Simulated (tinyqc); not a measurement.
# Charges from the flat band at three thicknesses

Inverse problem. For a gate stack whose outer layer (permittivity e2) is made in three thicknesses t2, Vfb = V0 - (q/eps0) [Qb t2/e2 + r2 t2^2/(2 e2)], with Qb the sheet density of all charge below that layer and r2 the uniform density in it. Find V0, Qb and r2.

Parameters, values chosen for the exercise:
- e2 = 21.4 (relative permittivity of layer 2)

Constants: q = 1.602176634e-19 C, eps0 = 8.8541878128e-14 F/cm where lengths are in cm. Results are converted to the units shown.

t2 (nm): [2, 4.3, 7.4]
Vfb (V): [-1.8317705, -1.8997803, -2.0608041]

Answer. A parabola through the three points gives the three coefficients.

V0 = -1.808 V
Qb = 4.100e11 cm^-2
r2 = 9.800e18 cm^-3

Numbers from tinyqc (`OMP_NUM_THREADS=1 python tinyqc.py 2010125 2010126 out.jsonl`; about 0.01 s on one thread of a shared Intel Xeon 2.30GHz).
